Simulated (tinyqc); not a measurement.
Carrier lifetime from Shockley-Read-Hall, radiative, Auger and surface recombination: one step, computed by the program tinyqc. Command: `OMP_NUM_THREADS=1 python tinyqc.py 3004811 3004812 out.jsonl lifetime walk`. One thread of a shared host (Intel(R) Xeon(R) Processor @ 2.30GHz), about 0.02 s of CPU time with the checks.

Energies are counted from the top of the valence band. Boltzmann statistics, full ionisation, and equal excess densities of electrons and holes.

Task: Steady state under generation. With n = n_0 + dn, p = p_0 + dn and U/dn = 1/tau: (n p - n_i^2)/dn = n_0 + p_0 + dn = s; 1/tau_SRH = s/[tau_p0 (n + n1) + tau_n0 (p + p1)]; 1/tau_rad = B s; 1/tau_Aug = (C_n n + C_p p) s; the rates add. dn solves dn/tau_eff(dn) = G (60 bisections in ln dn between 1e-2 and 1e22 cm^-3); the splitting of the quasi-Fermi levels is k_B T ln(n p/n_i^2).

Inputs (values chosen for the exercise, with bands modelled on ZnSe):

| quantity | value | unit |
|---|---|---|
| temperature T | 250 | K |
| radiative coefficient B | 7.1e-11 | cm^3/s |
| Auger coefficient C_n | 1.1e-31 | cm^6/s |
| Auger coefficient C_p | 8.8e-32 | cm^6/s |
| generation rate G | 7.5e+22 | cm^-3 s^-1 |

Doping: n-type. Surface term: none.

n_0 = 4.60e+14 cm^-3

p_0 = 2.635744e-33 cm^-3

tau_p0 = 2.412437e-05 s

n1 = 2.576566e-12 cm^-3

tau_n0 = 3.991871e-04 s

p1 = 4.705651e-07 cm^-3

n_i = 1.101109e-09 cm^-3

Constants: k_B = 8.617333262e-05 eV/K.

Give: steady excess density; lifetime in the steady state; quasi-Fermi splitting under G.

Result:

steady excess density = 3.225e+16 cm^-3

lifetime in the steady state = 4.301e-07 s

quasi-Fermi splitting under G = 2.527 eV
